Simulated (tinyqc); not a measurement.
Quasiparticle equation with a plasmon-pole self-energy for two band edges: sweeps and comparisons. A value that a table varies takes the place of the one given here.

For each edge E = e + X + Sc(E), with the correlation part Sc(E) = A[0]/(E - a + w) + A[1]/(E - b - w); a and b are the valence and conduction energies that enter the Green function (a = ev, b = ec in the one-shot scheme). Z = 1/(1 - dSc/dE), dSc/dE = -A[0]/(E - a + w)^2 - A[1]/(E - b - w)^2.

Values chosen for the exercise (scales of the order of those of SiC; not measured data): ev = 0 eV (mean-field valence top); ec = 2.23 eV (mean-field conduction edge); w = 21.1 eV (pole energy); Av = (114.2, 43.8) eV^2 (weights of the valence state on the hole and electron poles); Ac = (56.3, 104.8) eV^2 (the same for the conduction state); Xv = -4.17 eV (exchange minus the mean-field potential, valence); Xc = 3.33 eV (the same, conduction).

## Schemes compared

Z = 1; linearised; exact one-shot; energies updated in G (a, b); updated in G and W, where w grows by half of the opening of the gap (a rule chosen for the exercise).

Results (eV):
```
scheme               Ev     Ec    gap  opening
mean field        0.000  2.230  2.230    0.000
Z = 1            -0.635  3.006  3.641    1.411
linearised       -0.475  2.810  3.285    1.055
one-shot, exact  -0.473  2.808  3.282    1.052
update G         -0.543  2.888  3.431    1.201
update G and W   -0.654  2.967  3.620    1.390
```

The openings run from 1.052 (one-shot, exact) to 1.411 eV (Z = 1). Linearising moves the gap by 3 meV, updating G +150 meV and updating W a further +189 meV: once Z is kept, the level of self-consistency matters more than linearising.

## The starting point

The mean-field gap is opened by d (ev lowered by d/2, ec raised by d/2) and X is changed by the opposite amounts, so that e + X stays; one-shot and G-updated gaps.

Gaps (eV):
```
d    start  one-shot  update G
0.0  2.230    3.2816    3.4313
0.2  2.430    3.3069    3.4313
0.4  2.630    3.3320    3.4313
0.6  2.830    3.3570    3.4313
0.9  3.130    3.3943    3.4313
1.2  3.430    3.4312    3.4313
1.6  3.830    3.4799    3.4313
```

The one-shot gap moves by a fraction 0.12 of any change of the starting gap, while the updated gap, 3.4313 eV, does not depend on it. The two agree where the start already equals the result, near d = 1.20 eV. A real change of starting point alters the orbitals and the screening too; this model holds both fixed.

## What each parameter does

Exact one-shot edges and Z of the valence state there. Each row changes one parameter from the base and keeps the others.

Results:
```
case                      Ev (eV)  Ec (eV)  gap (eV)       Z
base                      -0.4735   2.8081    3.2816  0.7431
w = 22.16 eV              -0.6196   2.9227    3.5424  0.7598
Xv = -4.27 eV             -0.5478   2.8081    3.3559  0.7423
Xc = 3.43 eV              -0.4735   2.8823    3.3558  0.7431
ec = 2.33 eV              -0.4678   2.9008    3.3686  0.7435
Av = (119.91, 43.8) eV^2  -0.2695   2.8081    3.0776  0.7380
Ac = (56.3, 110.04) eV^2  -0.4735   2.6201    3.0936  0.7431
```

The largest shifts from the base row, up to three for each result and ties (the steps differ in size, so this ranks the rows, not the parameters). Ev (eV): Av +0.2040, w -0.1461, Xv -0.0743; unchanged at the printed digits by Xc and Ac. Ec (eV): Ac -0.1880, w +0.1146, ec +0.0927; unchanged at the printed digits by Xv and Av. gap (eV): w +0.2608, Av -0.2040, Ac -0.1880. Z: w +0.0167, Av -0.0051, Xv -0.0008; unchanged at the printed digits by Xc and Ac.

Program tinyqc; command `OMP_NUM_THREADS=1 python tinyqc.py 1880198 1880199 out.jsonl`; about 0.02 s on one thread of a shared Intel(R) Xeon(R) Processor @ 2.30GHz.
